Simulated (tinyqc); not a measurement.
# Thin-film resistivity, exact integral against the thick limit

Fuchs-Sondheimer for a film of thickness d, k = d/lam: rho0/rho = 1 - (3 (1 - ps)/(2 k)) int_1^infinity (t^-3 - t^-5)(1 - exp(-k t))/(1 - ps exp(-k t)) dt; thick limit rho/rho0 = 1 + 3 (1 - ps)/(8 k).

Inputs (values chosen for the exercise); metal values close to those of cobalt: bulk resistivity rho0 = 6.29 uohm cm; bulk mean free path lam = 11.7 nm; specular share of surface scattering ps = 0.

Result of one run:

| d (nm) | k | rho/rho0, exact | thick limit | error of the limit (%) | rho (uohm cm) |
|---|---|---|---|---|---|
| 1.1 | 0.09402 | 4.982 | 4.989 | 0.130 | 31.34 |

What becomes of these results when the film thickness d is changed from 1.1 to 31 nm, all else the same?

Result of the changed run:

| d (nm) | k | rho/rho0, exact | thick limit | error of the limit (%) | rho (uohm cm) |
|---|---|---|---|---|---|
| 31 | 2.650 | 1.162 | 1.142 | -1.77 | 7.310 |

The whole series:

| d (nm) | k | rho/rho0, exact | thick limit | error of the limit (%) | rho (uohm cm) |
|---|---|---|---|---|---|
| 0.58 | 0.04957 | 7.776 | 8.565 | 10.1 | 48.91 |
| 1.1 | 0.09402 | 4.982 | 4.989 | 0.130 | 31.34 |
| 2.2 | 0.1880 | 3.211 | 2.994 | -6.75 | 20.20 |
| 4.3 | 0.3675 | 2.220 | 2.020 | -8.98 | 13.96 |
| 8.3 | 0.7094 | 1.653 | 1.529 | -7.55 | 10.40 |
| 16 | 1.368 | 1.333 | 1.274 | -4.42 | 8.385 |
| 31 | 2.650 | 1.162 | 1.142 | -1.77 | 7.310 |
| 60 | 5.128 | 1.079 | 1.073 | -0.530 | 6.786 |
| 120 | 10.26 | 1.038 | 1.037 | -0.134 | 6.529 |

rho/rho0 falls from 7.78 to 1.04. The error of the thick limit goes from 10 through a minimum of -9.0 (at d = 4.3 nm among the rows listed) to -0.13 %; it stays within 5 % for k of 1.368 and above among the rows listed. The change of sign at small k is a crossing of two different laws, not agreement.

Program tinyqc, `OMP_NUM_THREADS=1 python tinyqc.py 2100104 2100105 out.jsonl`; Intel Xeon 2.30GHz, shared host, one thread, about 0.01 s.
